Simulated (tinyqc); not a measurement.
## Doping and flat-band voltage from the body effect

Question. VT = Vfb + 2 phiF + gamma sqrt(2 phiF + Vsb), phiF = Vt ln(Na/ni), gamma = sqrt(2 q eps0 eps_r Na)/Cox, Cox = eps0 eox/tox. Find Na, gamma and Vfb from two thresholds.

Inputs (values chosen for the exercise); material values close to those of silicon:
```
symbol,value,unit,meaning
T,300,K,temperature
eps_r,11.8,,relative permittivity of the semiconductor
eox,7.39,,relative permittivity of the gate insulator
tox,8.7,nm,insulator thickness
```

Constants: q = 1.602176634e-19 C, kB = 1.380649e-23 J/K, Vt = kB T/q, eps0 = 8.8541878128e-14 F/cm where lengths are in cm. Results are converted to the units shown.

VT at Vsb = 0 and 1.4 V (V): -0.084403884  -0.053917669
ni = 8.7502773e9 cm^-3

Solution. The difference of the thresholds, gamma [sqrt(2 phiF + Vsb) - sqrt(2 phiF)], holds no Vfb and rises with Na, so it has one root; Vfb then follows from the first threshold.

Na = 4.100e15 cm^-3
gamma = 0.04926 V^0.5
Vfb = -0.8000 V

Program tinyqc, `OMP_NUM_THREADS=1 python tinyqc.py 2360121 2360122 out.jsonl`; Intel Xeon 2.30GHz, shared host, one thread, about 0.04 s.
